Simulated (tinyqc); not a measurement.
Comparisons within one model: special k points of the simple cubic lattice. A value that a table varies takes the place of the one given here.

Lattice vectors in units of a: a1 = (1, 0, 0), a2 = (0, 1, 0), a3 = (0, 0, 1); reciprocal vectors b_i with a_i . b_j = 2 pi delta_ij. Mesh: k = sum_i f_i b_i with f_i = (2 j_i + shift)/(2 N), j_i = 0 .. N-1. The point group of the lattice has 48 operations; only those that map the mesh onto itself are used.

A_m(k) = sum over the m-th star of lattice vectors R of cos(k . R), stars in order of length: m = 1: |R|^2 = 1, 6 vectors, such as (1, 0, 0) in the basis a_i; m = 2: |R|^2 = 2, 12 vectors, such as (1, 1, 0) in the basis a_i; m = 3: |R|^2 = 3, 8 vectors, such as (1, 1, 1) in the basis a_i; m = 4: |R|^2 = 4, 6 vectors, such as (2, 0, 0) in the basis a_i; m = 5: |R|^2 = 5, 24 vectors, such as (2, 1, 0) in the basis a_i; m = 6: |R|^2 = 6, 24 vectors, such as (2, 1, 1) in the basis a_i. The zone mean of every A_m is zero.

Test function, the lower band of a two-band insulator: E(k) = -sqrt(D^2 + (e0 - t A_1(k))^2).

Parameters, chosen for this exercise: D = 2.37 eV (half gap term); t = 0.46 eV (coupling); e0 = 1.38 eV (offset); N = 5 (points along each reciprocal vector); shift = 1 (half steps).

## Mesh size and shift

Errors of the mean of E against the unshifted mesh with N = 24. The fifth column is |R|^2 of the shortest star with a non-zero mean.

Meshes:
```
mesh       points  irreducible  operations  |R|^2 missed  error (meV)
1 Gamma         1            1          48          1.00      173.244
1 shifted       1            1          48          1.00    -1854.635
2 Gamma         8            4          48          4.00     -167.162
2 shifted       8            1          48          4.00      173.244
3 Gamma        27            4          48          9.00       -9.290
3 shifted      27            4          48          9.00        9.524
4 Gamma        64           10          48         16.00        0.289
4 shifted      64            4          48         16.00       -0.306
5 Gamma       125           10          48         25.00        0.076
5 shifted     125           10          48         25.00       -0.075
6 Gamma       216           20          48         36.00        0.001
6 shifted     216           10          48         36.00       -0.001
```

reference mean = -2.91574 eV

The shifted mesh has the smaller error for 1 of 6 values of N and the larger for 4; the rest agree at the printed digits. The cheapest mesh within 1 meV is 4 shifted, with 4 irreducible points. A mesh misses the lattice vectors N (n1 a1 + n2 a2 + ...); the half shift gives each the sign (-1)^(n1 + n2 + ...), so the 6 shortest ones add up to -6 in place of 6: their term only changes sign. The shift keeps the full symmetry; it leaves fewer irreducible points for N = 2, 4 and 6.

## Gap and mesh density

D takes the values listed; errors against the unshifted mesh with N = 30, for unshifted meshes.

Errors (meV):
```
D (eV)  reference (eV)     N = 2   N = 4   N = 6  N = 8
0.2            -1.5242  -222.074  -6.260  -1.013  0.320
0.4            -1.5854  -218.145  -2.403  -0.692  0.076
0.8            -1.7735  -212.195  -0.365  -0.148  0.007
1.5            -2.2292  -194.090   0.177  -0.004  0.000
2.5            -3.0253  -163.326   0.287   0.001  0.000
4.0            -4.3625  -126.139   0.192   0.000  0.000
```

The first listed N from which the error stays below 0.5 meV is 8 for D = 0.2, 8 for D = 0.4, 4 for D = 0.8, 4 for D = 1.5, 4 for D = 2.5, 4 for D = 4 eV. A larger D makes the function smoother, so its Fourier coefficients fall faster with |R|; single entries change sign along a column, so a small error on one coarse mesh can be a cancellation.

## One point for the whole zone

The mean-value (Baldereschi) point is taken at k = (2 pi/a) (0.25, 0.25, 0.25), that is f = (0.25, 0.25, 0.25); the reference is the mesh with N = 24.

Single points:
```
point                    A_1     A_2     A_3     A_4   E (eV)
Gamma                  6.000  12.000   8.000   6.000  -2.7425
mean-value point       0.000   0.000   0.000  -6.000  -2.7425
zone-face centre b1/2  2.000  -4.000  -8.000   6.000  -2.4142
```

reference mean = -2.9157 eV

The mean-value point makes A_1, A_2 and A_3 vanish. Its error is +173 meV, against +173 meV at Gamma and +502 meV at b1/2. E is not linear in A_1; its powers hold sums of nearest vectors and a non-zero mean, so this point is not exact. Gamma comes closer here only by chance, since none of its A_m vanish.

## What moves the zone average

Mean of E over the mesh, and its error against the unshifted mesh with N = 24. Each row changes one parameter from the base and keeps the others.

Results:
```
case          mean (eV)  error (meV)  irreducible points
base            -2.9158        -0.08                  10
N = 6           -2.9157         0.00                  10
shift = 0       -2.9157         0.08                  10
D = 1.659 eV    -2.3473        -0.13                  10
t = 0.598 eV    -3.0315        -0.17                  10
```

The largest shifts from the base row, up to three for each result and ties (the steps differ in size, so this ranks the rows, not the parameters). mean (eV): D +0.5686, t -0.1157, shift +0.0002. error (meV): shift +0.15, t -0.09, N +0.07. irreducible points: unchanged at the printed digits by N, shift, D and t.

Computed by tinyqc, a small Python program: `OMP_NUM_THREADS=1 python tinyqc.py 1652010 1652011 out.jsonl` (the numbers bound the seed that draws the inputs); one thread of a shared host (Intel(R) Xeon(R) Processor @ 2.30GHz), about 0.2 s for the whole set of steps.
